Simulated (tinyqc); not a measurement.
Disorder broadening of a flat band (such as a Landau level) in the self-consistent Born approximation: effect of the mixing.

The local Green function is G = g0(z - Sigma) with z = E + i eta and g0(z) = 1/z; the self-energy is Sigma = D G. The density of states is -Im G/pi.

G = g0(z - Sigma), Sigma(out) = D G, Sigma(new) = Sigma + mix (Sigma(out) - Sigma). Iterations from Sigma = 0 until |Sigma(out) - Sigma| < 1e-10 eV, at most 500. The factor is |1 - mix + mix L|, L = d Sigma(out)/d Sigma at the solution.

Parameters, values chosen for the exercise: variance of the random potential D = 0.71 eV^2; bare broadening eta = 0.0041 eV; energy from the band centre E = -1.349 eV.

Effect of the mixing:
```
mix   iterations  factor
0.1          347  0.9328
0.2          184  0.8768
0.3          137  0.8342
0.5          112  0.7972
0.7          127  0.8303
0.85         223  0.8970
1       over 500  0.9919
```

L = 0.279+0.952i. The fewest iterations, 112, come at mix = 0.5; the smallest factor, 0.797, is at mix = 0.5. As a function of mix the factor has its minimum at Re(1 - L)/|1 - L|^2 = 0.506, below 1, so damping helps.

Range of the model: The self-consistent Born approximation misses band tails from rare fluctuations and localisation.

Numbers from tinyqc (`OMP_NUM_THREADS=1 python tinyqc.py 2720030 2720031 out.jsonl`; about 0.01 s on one thread of a shared Intel Xeon 2.30GHz).
